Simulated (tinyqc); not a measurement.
Changing the cation polarisability alpha_+: rigid-ion and shell models of the dielectric response of an ionic crystal. Computed by tinyqc, a small Python program. Command: `OMP_NUM_THREADS=1 python tinyqc.py 3013312 3013313 out.jsonl shell sweep`. One thread of a shared host (Intel(R) Xeon(R) Processor @ 2.30GHz), about 0.01 s of CPU time with the checks.

Charges +Z and -Z; 8 nearest neighbours, Madelung constant M = 1.762675, volume per ion pair Omega = 1.539601 d^3. Energy per pair U = -M Z^2 e2/d + 8 A exp(-d/rho), e2 = e^2/(4 pi eps_0). In the shell model the anion is a core of charge Y - Z and a massless shell of charge -Y, joined by the spring k; the repulsion acts on the shell. Each ion feels the Lorentz field E + (4 pi/3) P (Gaussian units).

Inputs (values chosen for the exercise, for a model crystal):
```
quantity                      value           unit
nearest-neighbour distance d   2.86       angstrom
ionic charge Z                    2              e
hardness d/rho                 8.76              -
cation mass                     151              u
anion mass                    35.45              u
shell charge size Y            2.87              e
core-shell spring k            42.2  eV/angstrom^2
film thickness t                  4             nm
```

Structure: caesium chloride.

Constants: e^2/(4 pi eps_0) = 14.39964548 eV angstrom; 1 eV/angstrom^3 = 160.2176634 GPa; nu for 1 eV/(angstrom^2 u) = 15.6333042 THz; 1 THz = 33.35640952 1/cm; eps_0 = 8.8541878128e-12 F/m; h x 1 THz = 4.135667696 meV.

Method:
- Zero pressure fixes 8 A exp(-d/rho) = M Z^2 e2 rho/d^2. Then U = -(M Z^2 e2/d)(1 - rho/d), B = M Z^2 e2 (d/rho - 2)/(9 Omega d), and the spring of one sublattice against the other is R = (1/3) x (Laplacian of the repulsion summed over neighbours) = M Z^2 e2 (d/rho - 2)/(3 d^3), so R = 3 B Omega/d^2.
- Eliminating the shell gives the anion polarisability alpha_- = Y^2 e2/(k + R), the Szigeti charge Z_S = Z - Y R/(k + R) and the softened spring R' = k R/(k + R). With b = 4 pi (alpha_+ + alpha_-)/(3 Omega): eps_inf = (1 + 2b)/(1 - b) (Clausius-Mossotti); Born charge Z* = Z_S (eps_inf + 2)/3.
- mu lambda_TO = R' - (4 pi e2/(3 Omega)) Z_S^2/(1 - b); mu lambda_LO = mu lambda_TO + 4 pi e2 Z*^2/(eps_inf Omega); eps_s = eps_inf lambda_LO/lambda_TO.
- lambda in eV/(angstrom^2 u) gives the wavenumber 15.6333042 x 33.35640952 x sqrt(lambda); mu is the reduced mass.
- Capacitance per area eps_0 eps_s/t; equivalent oxide thickness EOT = t x 3.9/eps_s; the surface optical mode against silicon (eps = 11.7) lies at omega_TO sqrt[(eps_s + 11.7)/(eps_inf + 11.7)], and its squared coupling to channel electrons scales as g = hbar omega_SO [1/(11.7 + eps_inf) - 1/(11.7 + eps_s)], with hbar omega = h c x wavenumber.

One run for each value; columns: (1) cation polarisability alpha_+ (angstrom^3); (2) eps_s; (3) eps_inf; (4) Born charge Z* (e); (5) omega_TO (1/cm); (6) remote-phonon coupling g (meV):
```
(1)      (2)    (3)    (4)    (5)     (6)
0.047   8.73  2.114  2.002  169.8  0.6003
0.078   8.87  2.135  2.012  169.1  0.6053
0.130   9.12  2.170  2.029  167.9  0.6138
0.220   9.57  2.231  2.059  165.9  0.6290
0.360  10.34  2.331  2.108  162.5  0.6539
0.600  11.94  2.512  2.196  156.0  0.7001
1.000  15.79  2.852  2.361  143.2  0.7892
1.700  32.38  3.588  2.719  110.6  0.9944
```

What does the table show, and why?

Over the rows, eps_s rises from 8.73 to 32.4 (exponent d ln y / d ln x 0.031 between the first rows and 1.4 between the last); eps_inf rises from 2.11 to 3.59 (exponent d ln y / d ln x 0.019 between the first rows and 0.43 between the last); Born charge Z* (e) rises from 2.00 to 2.72 (exponent d ln y / d ln x 0.0098 between the first rows and 0.27 between the last). A more polarisable cation strengthens the local field, which raises the Born charge and softens the TO mode at once; eps_s grows faster than eps_inf. Left out: 2.80 (the TO mode of the shell model is soft to the point of instability).
